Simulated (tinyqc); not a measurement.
Double-gate transistor below threshold, two-dimensional Poisson equation on a small mesh: course of the iteration: Jacobi sweep.

Half of a symmetric double-gate structure: row 0 is the mid-plane of the body, where the normal field vanishes. Mobile charge is neglected (subthreshold), the body is fully depleted, and potentials are counted from the intrinsic level; rows run upward to the gate, columns from source to drain.

Mesh: rows i = 0..1 in the semiconductor (step hs = tb/1, row 1 on the interface), then 1 step(s) ho = tox/1 up to the gate row 2; columns j = 0..4 (step hy = L/4). Box integration, divided by eps0: up_i = eps hy/h of the interval above row i, dn_i = that of the interval below (0 for row 0), lat_i = (sum of eps h/2 over the intervals above and below)/hy, s_i = -q Na w_i hy/eps0 with w_i the semiconductor height of the box (hs/2 for row 0 and the interface row, hs between, 0 in the insulator). Each free node obeys (up + dn + 2 lat) psi = up psi(above) + dn psi(below) + lat [psi(left) + psi(right)] + s.

Free nodes: rows 0..1, columns 1..3, taken row by row from row 0, left to right. t = (up psi(above) + dn psi(below) + lat [psi(left) + psi(right)] + s)/(up + dn + 2 lat), with all neighbours from the previous sweep; psi(new) = t.

Stop when the largest change of psi is below 1e-7 V, or after 25 iterations. Fixed values: gate row Vg - Vfb; column 0 at Vbi and the last column at Vbi + Vd in the semiconductor, each running linearly to Vg - Vfb across the insulator.

Inputs (values chosen for the exercise); semiconductor permittivity close to that of In0.53Ga0.47As:
- eps_r = 13.8 (relative permittivity of the semiconductor)
- eox = 3.9 (relative permittivity of the insulator)
- tb = 5 nm (half the body thickness)
- tox = 1.2 nm (insulator thickness)
- L = 25 nm (channel length)
- Na = 0 cm^-3 (acceptor density of the depleted body)
- Vbi = 0.56 V (potential of the source)
- Vfb = -0.05 V (gate offset)
- Vg = 0.05 V (gate voltage)
- Vd = 0.7 V (drain voltage)

Constants: q = 1.602176634e-19 C, eps0 = 8.8541878128e-14 F/cm where lengths are in cm. Results are converted to the units shown.

psi at the start (fixed values on the edges, free nodes at the gate value) (V):
```
,j=0,j=1,j=2,j=3,j=4
row 0,0.56000,0.10000,0.10000,0.10000,1.26000
row 1,0.56000,0.10000,0.10000,0.10000,1.26000
row 2,0.10000,0.10000,0.10000,0.10000,0.10000
```

```
row,up,dn,lat,s (V)
0,17.25,0,5.52,0
1,20.3125,17.25,5.89440,0
```

Course of the iteration:
```
iteration,"psi at row 0, j = 2 (V)",largest |change| of one entry (V)
1,0.1,0.226
2,0.161678,0.0845
3,0.198790,0.0603
4,0.237823,0.0390
5,0.257528,0.0230
6,0.276542,0.0190
7,0.285974,9.95e-3
8,0.294987,9.01e-3
9,0.299449,4.52e-3
...,...,...
17,0.310910,2.22e-4
18,0.311122,2.12e-4
19,0.311227,1.05e-4
20,0.311327,1.00e-4
21,0.311376,4.95e-5
22,0.311424,4.72e-5
23,0.311447,2.34e-5
24,0.311469,2.23e-5
25,0.311480,1.10e-5
```

Did this iteration meet its convergence test, and what does its course show?

No. Not converged within 25 iterations. The largest change falls steadily but slowly, by a factor of about 0.69 a step over the last four steps. The Jacobi matrix has spectral radius 0.687, which sets that rate. A rerun with over-relaxation at omega = 1.16 converges in 12 iterations.

tinyqc, about 0.1 s, one thread, Intel Xeon 2.30GHz (shared host): `OMP_NUM_THREADS=1 python tinyqc.py 2480152 2480153 out.jsonl`
